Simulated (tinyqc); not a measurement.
Mirror strength against the number of periods: longitudinal sound in a periodic multilayer: transfer matrices, stop bands and folded phonons. Computed by tinyqc, a small Python program. Command: `OMP_NUM_THREADS=1 python tinyqc.py 3013990 3013991 out.jsonl multilayer walk`. One thread of a shared host (Intel(R) Xeon(R) Processor @ 2.30GHz), about 0.01 s of CPU time with the checks.

Layers 1 and 2 repeat with period d = d_1 + d_2; waves travel normal to the layers, without loss. State vector (u, s): displacement u and stress divided by omega. Impedances Z = rho v are in 1e6 kg/(m^2 s).

Inputs (values chosen for the exercise, modelled on gallium nitride (layer 1), aluminium nitride (layer 2) and silica (substrate)):
```
quantity            value    unit
density rho_1        6.26  g/cm^3
velocity v_1         8170     m/s
thickness d_1         354      nm
density rho_2        3.23  g/cm^3
velocity v_2        11100     m/s
thickness d_2         486      nm
substrate density    2.18  g/cm^3
substrate velocity   6090     m/s
frequency f          7.07     GHz
```

Method:
- Z = rho v; interface reflection r = (Z_2 - Z_1)/(Z_2 + Z_1) (stress amplitude, from 1 into 2); Bragg frequency f_B = 1/[2 (d_1/v_1 + d_2/v_2)]; long-wave velocity v_eff = d/sqrt[(d_1/v_1)^2 + (d_2/v_2)^2 + (Z_1/Z_2 + Z_2/Z_1)(d_1/v_1)(d_2/v_2)].
- A layer maps (u, s) by [[cos p, sin p/Z], [-Z sin p, cos p]], p = 2 pi f d_i/v_i; one period is M = M_2 M_1, and cos(q d) = trace(M)/2.
- For N periods A = M^N. A wave comes from a thick layer of material 1 and leaves into the substrate (Z_s): transmitted power T = 4 Z_1 Z_s/|Z_1 A_22 + Z_s A_11 - i (Z_1 Z_s A_12 - A_21)|^2, reflected power R = 1 - T.

Bragg frequency f_B = 5.73967 GHz

Z_2 = 35.853

Z_1 = 51.1442

Z of the substrate = 13.2762

trace(M)/2 = -0.802071

Transmitted power:
```
N     T at f_B  T at f_B (dB)   T at f
1      0.90468       -0.43507  0.86073
2      0.99865     -0.0058563  0.66740
3      0.86119       -0.64899  0.48604
4      0.59917        -2.2245  0.48985
6      0.19527        -7.0937  0.85957
8     0.051068        -12.918  0.47897
12   0.0030526        -25.153  0.62066
16  1.7831e-04        -37.488  0.84273
24  6.0668e-07        -62.170  0.53710
```

What does the comparison show, and why?

At f_B each further period removes 3.09 dB at large N, which is 20 log10 of the impedance ratio, 3.09 dB, as for a quarter-wave stack; 99 % reflection needs N = 12 among these rows. At f, in a pass band, T does not decay with N. Values below about 1e-6 belong to the ideal stack: roughness and scattering into other modes, left out here, set a floor in a real one.
